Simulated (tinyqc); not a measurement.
# Long-channel MOSFET, surface-potential model: effect of the insulator thickness

n-channel transistor on a uniformly doped p-type body, gradual-channel approximation, constant mobility, Boltzmann statistics, full ionisation. Potentials are counted from the neutral body; V is the electron quasi-Fermi potential, Vsb at the source and Vsb + Vds at the drain. Charges are magnitudes per area.

ni = sqrt(Nc Nv) exp(-Eg/(2 Vt)), Eg in volts; phiF = Vt ln(Na/ni); Cox = eps0 eox/tox; gamma = sqrt(2 q eps0 eps_r Na)/Cox. The surface potential psi at channel potential V solves Vgs + Vsb - Vfb - psi = gamma sqrt(G), G = psi - Vt + Vt exp((psi - 2 phiF - V)/Vt). Charge sheet: Qi = Cox gamma [sqrt(G) - sqrt(psi - Vt)]; I = mu (W/L) [integral of Qi dpsi from psi_0 to psi_L (drift) + Vt (Qi0 - QiL) (diffusion)], with psi_0 at V = Vsb and psi_L at V = Vsb + Vds. VT = Vfb + 2 phiF + gamma sqrt(2 phiF + Vsb), m = 1 + gamma/(2 sqrt(2 phiF + Vsb)). The swing is 20 mV/log10[I(VT - 0.14 V)/I(VT - 0.16 V)] of the charge-sheet current at the given Vds.

Values chosen for this exercise; material values close to those of silicon: temperature T = 300 K; band gap Eg = 1.12 eV; relative permittivity of the semiconductor eps_r = 11.5; conduction-band density of states at T Nc = 2.85e19 cm^-3; valence-band density of states at T Nv = 2.64e19 cm^-3; acceptor density of the body Na = 7.1e17 cm^-3; relative permittivity of the gate insulator eox = 25.9; flat-band voltage Vfb = -0.72 V; channel mobility mu = 350 cm^2/(V s); gate width W = 2 um; gate length L = 0.5 um; source-body reverse bias Vsb = 2 V; gate-source voltage Vgs = 0.55 V; drain-source voltage Vds = 0.1 V.

Constants: q = 1.602176634e-19 C, kB = 1.380649e-23 J/K, Vt = kB T/q, eps0 = 8.8541878128e-14 F/cm where lengths are in cm. Results are converted to the units shown.

Results:

| tox (nm) | gamma (V^0.5) | VT (V) | m | swing (mV/decade) | I at Vgs, Vds (uA) |
|---|---|---|---|---|---|
| 3.3 | 0.06926 | 0.3296 | 1.020 | 61.06 | 43.85 |
| 4.5 | 0.09445 | 0.3728 | 1.028 | 61.51 | 19.97 |
| 8.2 | 0.1721 | 0.5057 | 1.050 | 62.91 | 0.6108 |
| 11 | 0.2309 | 0.6063 | 1.067 | 63.97 | 0.01799 |
| 15 | 0.3148 | 0.7501 | 1.092 | 65.48 | 1.230e-4 |
| 20 | 0.4198 | 0.9297 | 1.123 | 67.37 | 3.350e-7 |

Estimate the missing row, tox = 6.1 nm.

Computed row:

| tox (nm) | gamma (V^0.5) | VT (V) | m | swing (mV/decade) | I at Vgs, Vds (uA) |
|---|---|---|---|---|---|
| 6.1 | 0.1280 | 0.4303 | 1.037 | 62.12 | 5.636 |

With this row back in the table: As tox goes from 3.3 to 20 nm, VT rises from 0.330 to 0.930 V, the swing rises from 61.1 to 67.4 mV a decade and the current falls from 43.9 to 3.35e-7 uA. The swing is 0.54 % above m Vt ln 10 in the first row and 0.81 % above it in the last. The gate voltage is below VT in 3 of the 7 rows. For tox = 3.3 to 6.1 nm the surface electron density at the source passes 0.3 Nc, where degeneracy and quantisation, left out here, matter.

Computed by the program tinyqc: `OMP_NUM_THREADS=1 python tinyqc.py 2360145 2360146 out.jsonl`, one thread of a shared Intel Xeon 2.30GHz, about 0.07 s for the whole run.
